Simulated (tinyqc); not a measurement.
Hole mobility in a silicon inversion layer, empirical terms and Matthiessen rule: two steps of the calculation.

Inversion layer of sheet density Ns on a uniformly doped body. The mobility terms are empirical power laws with prefactors chosen for the exercise; adding their inverses (Matthiessen) is itself an approximation.

Inputs (values chosen for the exercise); material values close to those of silicon: temperature T = 273 K; band gap Eg = 1.13 eV; relative permittivity of the semiconductor eps_r = 11.7; conduction-band density of states at T Nc = 2.4e19 cm^-3; valence-band density of states at T Nv = 2.34e19 cm^-3; body doping Nb = 6.8e17 cm^-3; reverse body bias Vsb = 0 V; weight of the inversion charge in the effective field eta = 0.3333; gate capacitance Cox = 0.55 uF/cm^2; inversion density Ns = 5e12 cm^-2; ratio W/L WL = 20; drain voltage Vd = 0.01 V.

Constants: q = 1.602176634e-19 C, kB = 1.380649e-23 J/K, Vt = kB T/q, eps0 = 8.8541878128e-14 F/cm where lengths are in cm. Results are converted to the units shown.

Problem 1. Depletion charge and effective field. ni = sqrt(Nc Nv) exp(-Eg/(2 Vt)), Eg in volts; Ndep = sqrt(2 eps0 eps_r Nb (2 Vt ln(Nb/ni) + Vsb)/q); E = q (Ndep + eta Ns)/(eps0 eps_r), in MV/cm.

Wanted: ni; Ndep; E.

Solution 1.

ni = 8.7984e8 cm^-3
Ndep = 2.9099e12 cm^-2
E = 0.70778 MV/cm

The depletion charge gives 63.6 % of the field.

Problem 2. Split C-V extraction. Q(Vg) is the trapezoid sum of Cgc from the first point (where Q is taken as 0); mu_eff = I/((W/L) Q Vd); mu_FE = (dI/dVg)/((W/L) Cox Vd) with a backward difference. Listed from point 4 on.

Vg, point 0 to 12 (V): [0.1, 0.2, 0.3, 0.4, 0.5, 0.6, 0.7, 0.8, 0.9, 1, 1.1, 1.2, 1.3]
Cgc, point 0 to 12 (uF/cm^2): [1.1269780e-5, 3.2870151e-4, 0.0094337540, 0.18559236, 0.51532835, 0.54873493, 0.54995655, 0.54999851, 0.54999995, 0.55000000, 0.55000000, 0.55, 0.55]
I, point 0 to 12 (uA): [1.4661554e-11, 1.2479219e-8, 1.0440911e-5, 0.0057668537, 0.22660694, 0.92277603, 1.9147318, 3.0757498, 4.3360499, 5.6531020, 6.9998306, 8.3585194, 9.7173565]

Give: Q; mu_eff; mu_FE.

Solution 2.

Q, point 4 to 12 (uC/cm^2): [0.04530, 0.09851, 0.1534, 0.2084, 0.2634, 0.3184, 0.3734, 0.4284, 0.4834]
mu_eff, point 4 to 12 (cm^2/(V s)): [25.01, 46.84, 62.39, 73.78, 82.30, 88.76, 93.72, 97.55, 100.5]
mu_FE, point 4 to 12 (cm^2/(V s)): [20.08, 63.29, 90.18, 105.5, 114.6, 119.7, 122.4, 123.5, 123.5]

At the last point mu_FE is 23 % above mu_eff.

Numbers from tinyqc (`OMP_NUM_THREADS=1 python tinyqc.py 2510068 2510069 out.jsonl`; about 0.01 s on one thread of a shared Intel Xeon 2.30GHz).
